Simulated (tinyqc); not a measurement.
Precursor delivery by bubblers, mass-transport growth and the solid composition of a III-V alloy. Changing the bath temperature T2. Computed by tinyqc, a small Python program. Command: `OMP_NUM_THREADS=1 python tinyqc.py 3025456 3025457 out.jsonl movpe_thermo sweep`. One thread of a shared host (Intel(R) Xeon(R) Processor @ 2.30GHz), about 0.01 s of CPU time with the checks.

1 sccm = 44.615 micromol/min; 1 torr = 133.322 Pa. The sources decompose fully at the surface.

Inputs (values chosen for the exercise, modelled on triethylgallium (source 1) and trimethylindium (source 2) for the vapour pressures):
```
quantity                                                                                                  value        unit
bath temperature T1                                                                                         282           K
bubbler pressure p_b                                                                                       1000        torr
carrier flow F1                                                                                              46        sccm
carrier flow F2                                                                                              45        sccm
total flow F_t                                                                                               17         slm
group-V flow F_V                                                                                             28        sccm
reactor pressure p                                                                                          100        torr
growth temperature T                                                                                       1030           K
diffusivity at 273 K and 760 torr                                                                          0.47      cm^2/s
flow cross-section A                                                                                         30        cm^2
distance from the leading edge z                                                                             11          cm
lattice constant a                                                                                         5.72    angstrom
interaction L0 of the solid                                                                                15.2      kJ/mol
log10 of p_B,eq over pure BC at 1000 K and 1 torr of group V (exaggerated: liquid indium has about -4.1)   -2.3  log10 torr
enthalpy of that equilibrium H                                                                              321      kJ/mol
```

Alloy: mixing on the group-III sites, with desorption of B.

constants a, b of source 1 (log10 torr, K): 8.054  2162

constants a, b of source 2 (log10 torr, K): 10.54  3014

Constants: k_B = 1.380649e-23 J/K; R = 8.314462618 J/(mol K).

Method:
- log10 p_v = a - b/T_bath; molar flow = F x 44.615 x p_v/(p_b - p_v) for a saturated bubbler.
- p_i = p n_i/(44615 F_t), F_t in slm; p_V = p F_V/(1000 F_t), counted per molecule supplied; V/III = 44.615 F_V/(n1 + n2); vapour fraction of source 2 = n2/(n1 + n2).
- Mean velocity u = (F_t/A)(760/p)(T/273); D = D0 (T/273)^1.75 (760/p); boundary layer delta = sqrt(pi D z/u); flux = D dp/(delta k_B T); growth rate = flux x a^3/4.
- A sticks fully. B desorbs: its surface pressure is p_B* = x gamma_B K/sqrt(p_V), ln gamma_B = L0 (1 - x)^2/(R T), K = 10^(log10 K at 1000 K) exp[-(H/R)(1/T - 1/1000)], p_V in torr. With equal diffusivities x = (p_2 - p_B*)/(p_1 + p_2 - p_B*). Growth rate = rate per torr x p_1/(1 - x).

One run for each value; columns: (1) bath temperature T2 (K); (2) vapour pressure 2 (torr); (3) molar flow 2 (micromol/min); (4) vapour fraction of source 2; (5) solid fraction x:
```
(1)     (2)     (3)      (4)       (5)
291   1.523   3.062  0.37888  0.001806
296   2.278   4.584  0.47735  0.002713
301   3.363   6.774  0.57441  0.004027
306   4.901   9.889  0.66333  0.005918
311   7.058  14.271  0.73980  0.008622
316  10.047  20.375  0.80235  0.012477
321  14.145  28.805  0.85161  0.017980
326  19.706  40.359  0.88939  0.025890
```

Over the rows, vapour pressure 2 (torr) rises from 1.52 to 19.7 (exponent d ln y / d ln x 24 between the first rows and 21 between the last); molar flow 2 (micromol/min) rises from 3.06 to 40.4 (exponent d ln y / d ln x 24 between the first rows and 22 between the last); vapour fraction of source 2 rises from 0.379 to 0.889 (exponent d ln y / d ln x 14 between the first rows and 2.8 between the last).

Caution (all rows): the boundary layer is a quarter or more of the root of the cross-section, so it fills much of the channel and depletion along the flow matters.

Extremes, crossings and ranges named in words are read from the listed rows.
